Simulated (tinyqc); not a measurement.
Pressure and uniformity: chemical vapour deposition: Grove model, boundary layer, depletion and step coverage. Computed by tinyqc, a small Python program. Command: `OMP_NUM_THREADS=1 python tinyqc.py 3002267 3002268 out.jsonl cvd walk`. One thread of a shared host (Intel(R) Xeon(R) Processor @ 2.30GHz), about 0.01 s of CPU time with the checks.

A precursor diffuses to the surface and reacts there at first order; each molecule that reacts adds one formula unit of film.

Inputs (values chosen for the exercise, close to those used for polysilicon from silane):

| quantity | value | unit |
|---|---|---|
| prefactor k0 of k_s | 1.7e+09 | cm/s |
| activation energy E | 1.62 | eV |
| temperature T | 620 | C |
| total pressure p | 1.3 | torr |
| mole fraction of the precursor Y | 0.11 | - |
| gas diffusivity D0 at 273.15 K and 760 torr | 0.36 | cm^2/s |
| film density N | 5e+22 | formula units/cm^3 |
| precursor mass M | 32 | u |
| wafer radius R | 15 | cm |
| wafer spacing s | 0.33 | cm |

Reactor: wafer stack, low pressure.

Constants: k_B = 1.380649e-23 J/K; u = 1.6605390666e-27 kg; k_B = 8.617333262e-05 eV/K.

Method:
- k_s = k0 exp(-E/(k_B T)); C_g = Y p/(k_B T), 1 torr = 133.322 Pa; D = D0 (T/273.15)^1.75 (760/p).
- Temperatures in kelvin are T(C) + 273.15.
- Mean speed c = sqrt(8 k_B T/(pi M)); reactive sticking probability beta = 4 k_s/c.
- Between two wafers the gas diffuses inward and reacts on both faces: (D/r) d/dr (r dC/dr) = 2 k_s C/s, so C(r)/C_g = I0(phi r/R)/I0(phi) with phi^2 = 2 k_s R^2/(s D); G(r) = k_s C(r)/N, 1 cm/s = 6e8 nm/min; the mean over the wafer is eta = 2 I1(phi)/(phi I0(phi)).

gas diffusivity D = 1673.36 cm^2/s

surface rate constant k_s = 1.22821 cm/s

precursor density C_g = 1.54607e+15 1/cm^3

Effect of the total pressure at fixed Y:

| p (torr) | D (cm^2/s) | phi | centre/edge | G at the edge (nm/min) |
|---|---|---|---|---|
| 0.05 | 4.3507e+04 | 0.1962 | 9.9045e-01 | 8.7642e-01 |
| 0.1 | 2.1754e+04 | 0.2775 | 9.8103e-01 | 1.7528e+00 |
| 0.3 | 7.2512e+03 | 0.4806 | 9.4466e-01 | 5.2585e+00 |
| 1 | 2.1754e+03 | 0.8774 | 8.3199e-01 | 1.7528e+01 |
| 3 | 7.2512e+02 | 1.5198 | 6.0012e-01 | 5.2585e+01 |
| 10 | 2.1754e+02 | 2.7747 | 2.4541e-01 | 1.7528e+02 |
| 30 | 7.2512e+01 | 4.8060 | 4.3640e-02 | 5.2585e+02 |
| 100 | 2.1754e+01 | 8.7745 | 1.1309e-03 | 1.7528e+03 |

D scales as 1/p and phi as sqrt(p), while the edge rate grows as p. The centre stays within 5 % of the edge up to 0.1 torr: low pressure trades rate for uniformity and lets wafers stand close together. Caution: first-order rates above 1000 nm/min in the high-pressure rows are an extrapolation not met in practice. Caution: at the lowest pressures the mean free path exceeds the wafer spacing, so D stops growing as 1/p.

Extremes, crossings and ranges named in words are read from the listed rows.
